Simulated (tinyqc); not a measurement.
Bandgap voltage reference from two bipolar transistors: effect of the area ratio of the second transistor.

Two transistors of area 1 and N carry the same current I. Is(T) = Is (T/T0)^eta exp[(Vg0 q/kB)(1/T0 - 1/T)], VBE1 = Vt ln(I/Is(T)) + I rb, VBE2 = Vt ln(I/(N Is(T))) + I rb/N. The amplifier forces I R1(T) = VBE1 - VBE2 + Vos, with R(T) = R (1 + tc (T - T0)) for both resistors, and the output is Vref = VBE1 + I R2(T). Base currents and the Early effect are neglected.

Vt = kB T/q; I = (Vt ln N + Vos)/(R1(T) - rb (1 - 1/N)). Box coefficient: span of Vref between 233 and 398 K over its average over T and over 165 K. The last column is the R2 that gives zero slope at T0.

Values chosen for this exercise; values of the order met in silicon bipolar transistors:
- T0 = 300 K (reference temperature)
- Vg0 = 1.168 V (band-gap voltage extrapolated to 0 K)
- eta = 3 (temperature exponent of the saturation current)
- Is = 9.7e-18 A (saturation current of the unit transistor at T0)
- R1 = 10 kohm (resistor across which the difference of VBE falls, at T0)
- tc = 0 ppm/K (temperature coefficient of both resistors)
- Vos = 0 mV (offset of the amplifier)
- rb = 0 ohm (series resistance of the unit transistor)
- R2 = 69.72 kohm (output resistor at T0)

Constants: q = 1.602176634e-19 C, kB = 1.380649e-23 J/K. Results are converted to the units shown.

Results:
```
N    I at T0 (uA)  Vref at T0 (V)  slope at T0 (uV/K)  box coefficient (ppm/K)  R2 for zero slope (kohm)
2           1.792          0.7956               -1414                     1838                     306.4
4           3.584          0.9384              -937.5                     1023                     148.2
8           5.376           1.074              -486.2                    462.5                     96.85
15          7.001           1.194              -85.73                    77.52                     73.39
24          8.216           1.283               210.4                    158.5                     62.04
100         11.91           1.550                1100                    698.0                     42.01
```

Estimate the missing row, N = 48.

Computed row:
```
N   I at T0 (uA)  Vref at T0 (V)  slope at T0 (uV/K)  box coefficient (ppm/K)  R2 for zero slope (kohm)
48         10.01           1.413               643.9                    448.1                     50.42
```

With this row back in the table: As N goes from 2 to 100, Vref rises from 0.7956 to 1.550 V and the box coefficient goes from 1840 through a minimum of 77.5 (at N = 15 among the rows listed) to 698 ppm/K. A larger N needs a smaller R2/R1, which lowers the gain seen by offset and noise.

tinyqc, about 0.02 s, one thread, Intel Xeon 2.30GHz (shared host): `OMP_NUM_THREADS=1 python tinyqc.py 2062082 2062083 out.jsonl`
